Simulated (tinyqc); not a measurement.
Ballistic transport through the one-dimensional subbands of a rectangular nanowire or nanosheet channel: one step, computed by the program tinyqc. Command: `OMP_NUM_THREADS=1 python tinyqc.py 3016248 3016249 out.jsonl wire walk`. One thread of a shared host (Intel(R) Xeon(R) Processor @ 2.30GHz), about 0.02 s of CPU time with the checks.

Hard walls, parabolic subbands, transport along x. Energies are counted from the bulk conduction band edge at the top of the barrier, which the gate pulls down by U; the source Fermi level lies at the bulk edge when U = 0.

Task: Subbands. E_pq = (hbar^2 pi^2/2)(p^2/(m_y b^2) + q^2/(m_z a^2)); valley pairs: (m_x, m_y, m_z) = (m_t, m_t, m_l), (m_t, m_l, m_t), (m_l, m_t, m_t), each with degeneracy g = 2; the 10 lowest subbands are kept.

Inputs (values chosen for the exercise, modelled on silicon): light mass m_t = 0.19 m_0; heavy mass m_l = 0.912 m_0; height a = 4.2 nm; width b = 8.1 nm.

Valleys: silicon [100] wire.

Constants: hbar^2/(2 m_0) = 3.80998212 eV angstrom^2; k_B = 8.617333262e-05 eV/K.

Give: Subbands.

Result:

Subbands:
```
valley axis  p  q  E (meV)  m_x (m_0)
z            1  1    53.54      0.190
y            1  1   118.48      0.190
z            1  2   123.66      0.190
y            2  1   137.33      0.190
x            1  1   142.36      0.912
z            2  1   144.03      0.190
y            3  1   168.75      0.190
y            4  1   212.74      0.190
z            2  2   214.15      0.190
x            2  1   232.85      0.912
```
